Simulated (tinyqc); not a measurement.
Inside a calculation. Model: short-channel transistor, virtual-source model with series resistance.

Program tinyqc, `OMP_NUM_THREADS=1 python tinyqc.py 2380116 2380117 out.jsonl`; Intel Xeon 2.30GHz, shared host, one thread, about 0.01 s. Printed values are rounded.

The current per gate width is the charge at the top of the source barrier (the virtual source) times its velocity times a saturation function; al and be are fitting constants of the model. Units: I in uA/um, Rs in ohm um, so I Rs = 1e-6 I Rs in volts; Q in uC/cm^2, so I = 1e-4 Q vx0 Fsat with vx0 in cm/s.

Parameters, values chosen for the exercise: temperature T = 293 K; inversion capacitance Cinv = 3.79 uF/cm^2; velocity at the virtual source vx0 = 1.31e7 cm/s; apparent mobility mu = 690 cm^2/(V s); channel length L = 25 nm; threshold at zero drain voltage VT0 = 0.419 V; drain-induced barrier lowering dl = 0.186 V/V; subthreshold factor n0 = 1.6; growth of n with drain voltage nd = 0.05 1/V; threshold shift (in units of Vt) from weak to strong inversion al = 3.5; sharpness of saturation be = 1.6; series resistance of each contact Rs = 30 ohm um; gate voltage Vgs = 0.8 V; drain voltage Vds = 0.8 V.

Constants: q = 1.602176634e-19 C, kB = 1.380649e-23 J/K, Vt = kB T/q. Results are converted to the units shown.

## Iteration 1: current through the series resistance

I at the start = 0 uA/um

Intrinsic voltages Vg' = Vgs - I Rs, Vd' = Vds - 2 I Rs. n = n0 + nd Vd', VT = VT0 - dl Vd', Ff = 1/(1 + exp((Vg' - VT + al Vt/2)/(al Vt))), Q = Cinv n Vt ln(1 + exp((Vg' - VT + al Vt Ff)/(n Vt))), Vdsat = (vx0 L/mu)(1 - Ff) + Vt Ff, Fsat = u/(1 + u^be)^(1/be) with u = Vd'/Vdsat, and I(out) = Q vx0 Fsat per width. (Fsat takes the sign of u.) Newton step: I(new) = I + (I(out) - I)/(1 - s), s = dI(out)/dI by a central difference with +/- 0.001 uA/um.

Vg' = 0.8 V
Vd' = 0.8 V
VT = 0.2702 V
Ff = 0.001508400
Q = 2.008448 uC/cm^2
Vdsat = 0.04743026 V
Fsat = 0.9932578
I(out) = 2613.327 uA/um
s = -0.2047721
I after iteration 1 = 2169.147 uA/um

## Iteration 2: current through the series resistance

As before.

Vg' = 0.7349256 V
Vd' = 0.6698512 V
VT = 0.2944077 V
Ff = 0.004131874
Q = 1.670950 uC/cm^2
Vdsat = 0.04737198 V
Fsat = 0.9910856
I(out) = 2169.432 uA/um
s = -0.2044321
I after iteration 2 = 2169.383 uA/um

## Course of the iteration: current through the series resistance

Stop when I changes by less than 1e-7 uA/um, or after 80 iterations.

Course of the iteration:

| iteration | I (uA/um) | \|change\| (uA/um) |
|---|---|---|
| 1 | 2169.147 | 2170 |
| 2 | 2169.383 | 0.237 |
| 3 | 2169.383 | 6.59e-9 |

Converged in 3 iterations. The change falls from 2200 in the first iteration to below the tolerance in the last.

## What the series resistance costs

converged I = 2169.383 uA/um
I0 = 2613.327 uA/um

Intrinsic voltages Vg' = Vgs - I Rs, Vd' = Vds - 2 I Rs. n = n0 + nd Vd', VT = VT0 - dl Vd', Ff = 1/(1 + exp((Vg' - VT + al Vt/2)/(al Vt))), Q = Cinv n Vt ln(1 + exp((Vg' - VT + al Vt Ff)/(n Vt))), Vdsat = (vx0 L/mu)(1 - Ff) + Vt Ff, Fsat = u/(1 + u^be)^(1/be) with u = Vd'/Vdsat, and I = Q vx0 Fsat per width. I0 is the current for Rs = 0. Effective velocity I/Q; transit time L Q/I.

loss against I0 = 16.98768 %
effective velocity = 1.298322e7 cm/s
transit time = 0.1925563 ps

The carriers leave the virtual source at 99.1 % of vx0: the device is in saturation.
